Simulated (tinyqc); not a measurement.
Conduction-band offset of an n-N heterojunction from carrier-profile moments: one step of the calculation.

Layer 1 (x < 0) accumulates electrons and layer 2 (x > 0) is depleted. Boltzmann statistics. The bands bend down by V1 in layer 1 and up by V2 in layer 2, with V1 + V2 = VD = dE + Vt ln[(N2/Nc2)/(N1/Nc1)].

Problem. Offset from the moments. A C-V profile smears n(x) but keeps its zeroth and first moments: si = -int (N - n) dx, VD = (q/(eps0 eps_r)) int (N - n) x dx, dE = VD - Vt ln[(N2/Nc2)/(N1/Nc1)]. Use the trapezoidal rule on each side.

Parameters, values chosen for the exercise; values of the order of III-V alloys: temperature T = 200 K; relative permittivity of both layers eps_r = 12.7; density of states of the narrow-gap layer 1 Nc1 = 2.6e17 cm^-3; density of states of the wide-gap layer 2 Nc2 = 1e18 cm^-3; conduction-band offset dE = 0.22 eV; donor density in layer 1 N1 = 1.3e16 cm^-3; donor density in layer 2 N2 = 2.4e16 cm^-3; fixed charge at the interface si = 0 cm^-2.

Constants: q = 1.602176634e-19 C, kB = 1.380649e-23 J/K, Vt = kB T/q, eps0 = 8.8541878128e-14 F/cm where lengths are in cm. Results are converted to the units shown.

| left point | -x (nm) | n in layer 1 (cm^-3) |
|---|---|---|
| 0 | 0 | 2.45428e17 |
| 1 | 0.705 | 2.17291e17 |
| 2 | 4.28 | 1.31036e17 |
| 3 | 12.3 | 6.28862e16 |
| 4 | 25.9 | 3.20763e16 |
| 5 | 46.3 | 1.99355e16 |
| 6 | 74.4 | 1.52991e16 |
| 7 | 111 | 1.36409e16 |
| 8 | 157 | 1.31383e16 |
| 9 | 214 | 1.30212e16 |

| right point | x (nm) | n in layer 2 (cm^-3) |
|---|---|---|
| 0 | 0 | 2.69895e12 |
| 1 | 14.2 | 2.81521e13 |
| 2 | 35 | 4.24898e14 |
| 3 | 59.3 | 3.52164e15 |
| 4 | 86.2 | 1.18304e16 |
| 5 | 115 | 1.93969e16 |
| 6 | 146 | 2.27167e16 |
| 7 | 178 | 2.36828e16 |
| 8 | 212 | 2.39298e16 |
| 9 | 247 | 2.39852e16 |

Find: si; VD; dE.

Solution.

si = 1.679e10 cm^-2
VD = 0.2063 V
dE = 0.2190 eV

On these few points dE comes out -1.0 meV from the true 0.22 eV, and si misses by 1.7e10 cm^-2, 7.7 % of Q1.

tinyqc, about 0.08 s, one thread, Intel Xeon 2.30GHz (shared host): `OMP_NUM_THREADS=1 python tinyqc.py 2410009 2410010 out.jsonl`
